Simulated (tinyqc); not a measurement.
# From Hall mobility back to mobility mu1

Model: Hall effect and magnetoresistance of several carrier groups with constant relaxation times. Computed by tinyqc, a small Python program. Command: `OMP_NUM_THREADS=1 python tinyqc.py 3008346 3008347 out.jsonl hall2 inv`. One thread of a shared host (Intel(R) Xeon(R) Processor @ 2.30GHz), about 0.01 s of CPU time with the checks.

Group 1 has charge +e and group 2 charge +e; s_i is that sign. B lies along z; mu B is formed with mu in m^2/(V s).

Inputs (values chosen for the exercise, for a model conductor):
```
quantity            value        unit
density n1        2.6e+17      1/cm^3
density n2        3.9e+17      1/cm^3
mobility mu2          810  cm^2/(V s)
magnetic field B     0.53           T
```

Carriers: light and heavy holes. Densities: per volume.

Constants: e = 1.602176634e-19 C.

Method. sigma_xx = sum n_i e mu_i/(1 + mu_i^2 B^2); sigma_xy = sum s_i n_i e mu_i^2 B/(1 + mu_i^2 B^2). rho_xx = sigma_xx/(sigma_xx^2 + sigma_xy^2); Hall coefficient R_H = sigma_xy/(B (sigma_xx^2 + sigma_xy^2)), with B in V s/cm^2 (1 T = 1e-4 V s/cm^2); magnetoresistance MR = rho_xx(B)/rho_xx(0) - 1. Apparent density 1/(e |R_H|); Hall mobility |R_H|/rho_xx.

Problem. A run gave the result below. Find the mobility mu1, known to lie between 24000 and 55000 cm^2/(V s).

Hall mobility = 28307.54 cm^2/(V s)

Solution.

Each step takes the trial c = (a f_b - b f_a)/(f_b - f_a), f being the result less the target and a, b, c the logarithms of the listed values; c replaces end b, the old b replaces a if the sign of f changed, and otherwise f_a is halved.

Scan of the range:
```
mobility mu1 (cm^2/(V s))  Hall mobility (cm^2/(V s))
24000                                         21290.6
27600                                         24352.0
31600                                         27676.7
36300                                         31482.3
41700                                         35724.7
47900                                         40431.5
55000                                         45616.7
```

False position (Illinois rule, in the logarithm of the input) inside the bracket:
```
step    end a    end b    trial  Hall mobility (cm^2/(V s))
1     31600.0  36300.0  32334.8                     28278.7
2     36300.0  32334.8  32368.4                     28306.2
3     36300.0  32368.4  32371.4                     28308.7
4     32368.4  32371.4  32370.0                     28307.5
```

Hall mobility rises at every point of a 13-point scan of the range (every second point is shown), so one value fits; it is bracketed by 31600 and 36300. Answer: mobility mu1 = 32370 cm^2/(V s).
